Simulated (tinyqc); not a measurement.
Decay across the direct gap: complex band structure along [001] in sp3s* tight binding.

For k = (0, 0, kz) the phase sums are g0 = cos(phi) and g3 = i sin(phi), phi = kz a/4, and the s, pz, s* orbitals of anion (a) and cation (c) decouple from px, py. With z = exp(i phi), H(z) = H0 + z T + T^T/z for any complex z. H0 is diagonal (Esa, Epa, Exa, Esc, Epc, Exc). The anion-cation block is B(z) = z U + W/z and the cation-anion block z W^T + U^T/z, where U has Vss/2 (s,s), Vsapc/2 (s,z), -Vscpa/2 (z,s), Vxx/2 (z,z), Vxapc/2 (s*,z), -Vpaxc/2 (z,s*), and W has the same values with the s-z and s*-z signs reversed. |z| = 1 is a band state, |z| < 1 decays along [001] as exp(-kappa d) over a distance d, kappa = -(4/a) ln|z|. No spin-orbit coupling.

Constants: hbar^2/2m0 = 3.80998211 eV angstrom^2.

Parameters, chosen for this exercise (out of a larger set: near a published set for InAs, fitted to gaps, whose masses and valley positions are rough (light masses up to twice too heavy); not measured data): p = (-9.542, 0.912, -2.732, 3.712, 7.438, 6.723, -5.591, 1.846, 4.454, 3.025, 5.43, 3.381, 3.92) eV (order Esa, Epa, Esc, Epc, Exa, Exc, Vss, Vxx, Vxy, Vsapc, Vscpa, Vxapc, Vpaxc); a = 6.052 angstrom (lattice constant).

Ev = -0.00483 eV
EG (direct gap) = 0.41408 eV

masses of this model, from the curvature at Gamma (m0): m_lh 0.02810, m_e 0.03004

kappa of the imaginary branch at Gamma against three formulas: parabolic from the valence edge, sqrt(m_lh E/c); parabolic from the conduction edge, sqrt(m_e (EG - E)/c); two-band (Franz), sqrt(m E (1 - E/EG)/c) with m = 2 m_lh m_e/(m_lh + m_e). E from Ev; c = hbar^2/2m0.

kappa (1/angstrom):

| E/EG | E (eV) | tight binding | parabolic, valence | parabolic, conduction | two-band |
|---|---|---|---|---|---|
| 0.05 | 0.0207 | 0.0121 | 0.0124 | 0.0557 | 0.0122 |
| 0.15 | 0.0621 | 0.0198 | 0.0214 | 0.0527 | 0.0201 |
| 0.25 | 0.1035 | 0.0241 | 0.0276 | 0.0495 | 0.0243 |
| 0.35 | 0.1449 | 0.0266 | 0.0327 | 0.0461 | 0.0268 |
| 0.50 | 0.2070 | 0.0281 | 0.0391 | 0.0404 | 0.0281 |
| 0.65 | 0.2691 | 0.0269 | 0.0446 | 0.0338 | 0.0268 |
| 0.85 | 0.3520 | 0.0203 | 0.0510 | 0.0221 | 0.0201 |
| 0.95 | 0.3934 | 0.0124 | 0.0539 | 0.0128 | 0.0122 |

Give the missing row, E/EG = 0.75, E (eV) = 0.3106.

Computed row:
```
E/EG  E (eV)  tight binding  parabolic, valence  parabolic, conduction  two-band
0.75  0.3106         0.0245              0.0479                 0.0286    0.0243
```

The branch joins the light-hole and conduction bands and peaks, among these rows, at E/EG = 0.50 with kappa = 0.0281 1/angstrom. At mid-gap the parabola from the conduction edge is +44 % off and the two-band form +0.1 %; over 5 nm the parabola would misstate exp(-2 kappa d) by a factor 3.43.

Program tinyqc; command `OMP_NUM_THREADS=1 python tinyqc.py 1451624 1451625 out.jsonl`; about 0.01 s on one thread of a shared Intel(R) Xeon(R) Processor @ 2.30GHz.
